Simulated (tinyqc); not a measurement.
Hubbard chain of 3 sites, step by step. Computed by tinyqc, a small Python program that keeps every step. Settings: hopping = 1.81, U = 2.9, mixing = 1, iteration cap = 57. Command: `OMP_NUM_THREADS=1 python tinyqc.py 21158 21159 out.jsonl` (the two numbers bound the seeds that draw the settings). One thread of a shared host (Intel(R) Xeon(R) Processor @ 2.60GHz), about 0.2 s of CPU time with the checks. Later iterations appear only in the table of the cycle.

## Mean-field iteration 1

one-body matrix (hopping and site energies) (eV):
```
,1,2,3
1,0.00000,-1.81000,0.00000
2,-1.81000,0.00000,-1.81000
3,0.00000,-1.81000,0.00000
```

U = 2.90000 eV

electrons, up and down: 2  1

mixing = 1

n(up) at the start (a guess, not normalised): 1 0.96700, 2 0.36700, 3 0.96700

n(down) at the start (a guess): 1 0.03300, 2 0.63300, 3 0.03300

H(up) = T + U n(down), H(down) = T + U n(up); fill the lowest levels; n(new) = n + mixing (n(out) - n); E = tr T (rho up + rho down) + U sum n_up n_down of the output.

levels, up (eV): -1.73783  0.09570  3.66923

levels, down (eV): -0.76923  2.80430  4.63783

energy = -3.38056 eV

n(up) after iteration 1: 1 0.83045, 2 0.33910, 3 0.83045

n(down) after iteration 1: 1 0.16955, 2 0.66090, 3 0.16955

## Mean-field iteration 2

As before.

levels, up (eV): -1.45288  0.49169  3.86118

levels, down (eV): -0.96118  2.40831  4.35288

energy = -3.39207 eV

n(up) after iteration 2: 1 0.81704, 2 0.36593, 3 0.81704

n(down) after iteration 2: 1 0.18296, 2 0.63407, 3 0.18296

## Mean-field iteration 3

As before.

levels, up (eV): -1.45728  0.53060  3.82668

levels, down (eV): -0.92668  2.36940  4.35728

energy = -3.39373 eV

n(up) after iteration 3: 1 0.81190, 2 0.37621, 3 0.81190

n(down) after iteration 3: 1 0.18810, 2 0.62379, 3 0.18810

## Convergence

Each step fills the lowest levels of T + U n(other spin) and sets n(new) = n + mixing (n(out) - n); stop when output and input agree to 1e-8.

Course of the cycle:
```
iteration,E (eV),largest |n(out) - n(in)|,mean |n_up - n_down|
1,-3.3805585,1.37e-01,0.54787
2,-3.3920701,2.68e-02,0.51209
3,-3.3937262,1.03e-02,0.49839
4,-3.3939733,3.98e-03,0.49307
5,-3.3940106,1.55e-03,0.49101
6,-3.3940163,6.05e-04,0.49020
7,-3.3940171,2.36e-04,0.48989
8,-3.3940173,9.21e-05,0.48976
9,-3.3940173,3.59e-05,0.48972
10,-3.3940173,1.40e-05,0.48970
11,-3.3940173,5.47e-06,0.48969
12,-3.3940173,2.14e-06,0.48969
13,-3.3940173,8.34e-07,0.48969
14,-3.3940173,3.25e-07,0.48968
15,-3.3940173,1.27e-07,0.48968
16,-3.3940173,4.96e-08,0.48968
17,-3.3940173,1.93e-08,0.48968
18,-3.3940173,7.55e-09,0.48968
```

local moments n_up - n_down: 1 0.61726, 2 -0.23453, 3 0.61726

Converged in 18 iterations. Before convergence this energy mixes input and output and is not variational, so it may rise towards its limit.

## The many-body Hamiltonian

Basis: all placements (u, d, 2, 0 on each site), up operators ordered before down ones; hops carry the sign of the same-spin electrons passed.

H (eV):
```
,2u0,u20,uud,20u,udu,u02,duu,02u,0u2
2u0,2.90000,-1.81000,0.00000,-1.81000,0.00000,0.00000,0.00000,0.00000,0.00000
u20,-1.81000,2.90000,-1.81000,0.00000,-1.81000,0.00000,0.00000,0.00000,0.00000
uud,0.00000,-1.81000,0.00000,0.00000,0.00000,-1.81000,0.00000,0.00000,0.00000
20u,-1.81000,0.00000,0.00000,2.90000,-1.81000,0.00000,-1.81000,0.00000,0.00000
udu,0.00000,-1.81000,0.00000,-1.81000,0.00000,-1.81000,0.00000,-1.81000,0.00000
u02,0.00000,0.00000,-1.81000,0.00000,-1.81000,2.90000,0.00000,0.00000,-1.81000
duu,0.00000,0.00000,0.00000,-1.81000,0.00000,0.00000,0.00000,-1.81000,0.00000
02u,0.00000,0.00000,0.00000,0.00000,-1.81000,0.00000,-1.81000,2.90000,-1.81000
0u2,0.00000,0.00000,0.00000,0.00000,0.00000,-1.81000,0.00000,-1.81000,2.90000
```

## Exact diagonalisation (9 states)

Lowest levels of the sector, and the double occupancy of the lowest state.

lowest levels (eV): -3.58812  -1.49189  0.00000  0.34027  2.21469  2.90000

double occupancy per site = 0.14361

The mean-field solution above lies 0.1941 eV above the exact energy.

## The lowest level by Lanczos steps

From a random start vector (not printed): a_j = <q_j|H|q_j>, b_j = norm of the remainder after orthogonalising; the Ritz value is the lowest eigenvalue of the tridiagonal matrix of a and b so far.

Lanczos:
```
j,a_j (eV),b_j (eV),lowest Ritz value (eV)
1,-1.15257,3.29257,-1.1525679
2,2.39456,2.63595,-3.1188634
3,2.95473,3.01621,-3.4373429
4,1.70861,2.19350,-3.5599287
5,3.14360,1.42758,-3.5860431
6,2.01883,2.12872,-3.5878457
7,3.07565,0.94603,-3.5881140
8,2.90985,0.14841,-3.5881205
9,0.34674,0,-3.5881205
```
